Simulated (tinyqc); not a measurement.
Size of the test strain: deformation potentials from a strained empirical pseudopotential.

Diamond lattice, no spin-orbit coupling. Atomic form factor V(q) = a1 (q^2 - a2)/(a3 exp(a4 q^2) - 1) in rydberg with q in 1/bohr, for the unstrained cell. Under a strain e the reciprocal vectors and k go over into (1 + e)^(-1) G, the atoms sit at +/- tau with tau = (1 + e) a (1,1,1)/8 - zeta a (eyz, ezx, exy)/4, and H(G,G') = c |k + G|^2 delta + (V(q)/det(1 + e)) cos(q.tau), q = G - G', with the term q = 0 left out; c = hbar^2/2m0. The basis is fixed before straining: all G with |k + G|^2 up to 16 (2 pi/a)^2. k is given in units of 2 pi/a of the unstrained cell.

Constants: hbar^2/2m0 = 3.80998211 eV angstrom^2; Ry = 13.60569312 eV; a0 (Bohr radius) = 0.5291772105 angstrom.

Parameters, chosen for this exercise (out of a larger set: near those of Si; not measured data): a = 5.432 angstrom (lattice constant); A = (0.533, 2.216, 2.078, 0.483) (a1 (Ry bohr^2), a2 (1/bohr^2), a3, a4 (bohr^2)); kD = 0.82 2 pi/a (position of the Delta minimum).

e = diag(-h/2, -h/2, h). Xu = [E(Delta z) - E(Delta x)]/(1.5 h) at fixed kD, b = [E(Z) - E(X, Y)]/(4.5 h); one-sided from +h alone, central from +h and -h.

Results (eV):

| h | Xu one-sided | Xu central | b one-sided | b central |
|---|---|---|---|---|
| 0.0010 | 8.053 | 8.058 | -3.286 | -3.282 |
| 0.0025 | 8.046 | 8.058 | -3.292 | -3.282 |
| 0.0100 | 8.010 | 8.059 | -3.322 | -3.282 |
| 0.0200 | 7.964 | 8.063 | -3.363 | -3.283 |
| 0.0300 | 7.921 | 8.070 | -3.404 | -3.284 |

Give the missing row, h = 0.0050.

Computed row:
```
h       Xu one-sided  Xu central  b one-sided  b central
0.0050         8.034       8.058       -3.302     -3.282
```

From h = 0.001 to 0.03 the one-sided Xu drifts by -0.132 eV and the central one by +0.012 eV; for b the drifts are -0.118 and -0.002 eV. The central difference cancels the term of second order in the strain, so its error goes as h^2. At h = 0.02 the linear law errs by 1.2 % for the valley splitting and 2.5 % for the valence splitting.

Run: tinyqc, `OMP_NUM_THREADS=1 python tinyqc.py 1851169 1851170 out.jsonl`; Intel(R) Xeon(R) Processor @ 2.30GHz, one thread, shared host; about 0.3 s of CPU time with all checks.
